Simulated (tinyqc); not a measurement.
Worked calculation: Hueckel theory of the pi electrons, for the molecule BC(C=CC=C)=CC=C (SMILES; centres numbered as the heavy atoms are written). One step of it, computed by the program tinyqc.

Problem. Energy, charges, bond orders. E = sum n x; q_r = z_r - P_rr; bond order p = P_rs; free valence = sqrt(3) - sum of p over the bonds of the atom.

x values: 1.923777  1.537607  1.044471  0.380924  -0.285881  -0.800662  -1.323421  -1.563012  -2.063804

occupations: 2.000000  2.000000  2.000000  2.000000  0.000000  0.000000  0.000000  0.000000  0.000000

charge and bond-order matrix P, lower triangle:
```
,1B,2C,3C,4C,5C,6C,7C,8C,9C
1B,0.116327
2C,0.338338,1.058765
3C,0.099091,0.495725,0.983455
4C,-0.075542,-0.028009,0.770471,1.017446
5C,-0.033504,-0.094569,0.005982,0.490363,0.997676
6C,0.042200,0.019770,-0.374677,-0.013788,0.865040,1.011464
7C,0.228072,0.713059,-0.028009,-0.311903,0.011243,0.248036,0.893957
8C,-0.058697,-0.019481,-0.094569,0.011243,0.030702,-0.008527,0.509632,1.007473
9C,-0.175377,-0.342605,0.019770,0.248036,-0.008527,-0.217334,0.094035,0.852238,0.913438
```

Centres:
```
centre,"z_r, pi electrons of the neutral centre",h
1B,0,-1.150000
2C,1,0.000000
3C,1,0.000000
4C,1,0.000000
5C,1,0.000000
6C,1,0.000000
7C,1,0.000000
8C,1,0.000000
9C,1,0.000000
```

Bonds:
```
i,j,k
1,2,0.760000
2,3,1
3,4,1
4,5,1
5,6,1
2,7,1
7,8,1
8,9,1
```

Give: pi energy = 8 alpha + this times beta; pi charges; Bond orders and lengths from R = 1.517 - 0.180 p; free valence of the carbons; gap between the highest filled and the next level.

Solution.

pi energy = 8 alpha + this times beta = 9.7736

pi charges: 1B -0.1163, 2C -0.0588, 3C 0.0165, 4C -0.0174, 5C 0.0023, 6C -0.0115, 7C 0.1060, 8C -0.0075, 9C 0.0866

Bond orders and lengths from R = 1.517 - 0.180 p (angstrom, C-C alone):
```
bond,p,R
1-2,0.3383,-
2-3,0.4957,1.4278
3-4,0.7705,1.3783
4-5,0.4904,1.4287
5-6,0.8650,1.3613
2-7,0.7131,1.3886
7-8,0.5096,1.4253
8-9,0.8522,1.3636
```

free valence of the carbons: 2C 0.1849, 3C 0.4659, 4C 0.4712, 5C 0.3766, 6C 0.8670, 7C 0.5094, 8C 0.3702, 9C 0.8798

gap between the highest filled and the next level = 0.6668 |beta|
